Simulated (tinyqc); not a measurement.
Energy and delay of logic against supply voltage: two steps of the calculation.

One expression serves below and above threshold: I(Vg) = Ik [ln(1 + exp((Vg - VT + dd V)/(al nf Vt)))]^al, with I_on = I(V) and I_off = I(0). Gate delay td = kd C V/I_on, clock period LD td. Per gate and cycle the switching energy is act C V^2 and the leakage energy I_off V LD td. No short-circuit current, no variation. Minima are sought above 0.09 V; below a few Vt gates no longer switch and the model has no meaning.

Parameters, values chosen for the exercise; values of the order met in logic technologies:
- T = 250 K (temperature)
- VT = 0.37 V (threshold voltage at zero drain bias)
- nf = 1.32 (slope factor)
- dd = 0.06 (barrier lowering per volt of supply)
- Ik = 0.45 uA (specific current of a gate)
- al = 1.56 (exponent of the current law)
- C = 2 fF (load capacitance of a gate)
- kd = 0.6 (delay factor)
- LD = 30 (logic depth)
- act = 0.05 (activity factor)
- V = 0.73 V (supply voltage)

Constants: q = 1.602176634e-19 C, kB = 1.380649e-23 J/K, Vt = kB T/q. Results are converted to the units shown.

Task 1. Currents, delay and energies. I_on, I_off, td, clock frequency 1/(LD td), both energies and their sum.

Give: I_on; I_off; td; clock frequency; switching energy; leakage energy; energy.

Result 1.

I_on = 14.109 uA
I_off = 0.0046908 nA
td = 62.087 ps
clock frequency = 0.53688 GHz
switching energy = 53.290 aJ
leakage energy = 0.0063782 aJ
energy = 53.296 aJ

I_on/I_off = 3.01e6; leakage makes up 0.0120 % of the energy.

Task 2. New V. Minimum-energy supply: E(V) is the energy per gate and cycle; with h = 0.001 V, E' = (E(V + h) - E(V - h))/(2 h), E'' = (E(V - h) - 2 E(V) + E(V + h))/h^2, V(new) = V - E'/E''.

V after iteration 1 = 0.17811887 V

Give: E'; E''; V after iteration 2.

Result 2.

E' = -16.434 aJ/V
E'' = 1307.1 aJ/V^2
V after iteration 2 = 0.19069 V

tinyqc, about 0.01 s, one thread, Intel Xeon 2.30GHz (shared host): `OMP_NUM_THREADS=1 python tinyqc.py 2082048 2082049 out.jsonl`
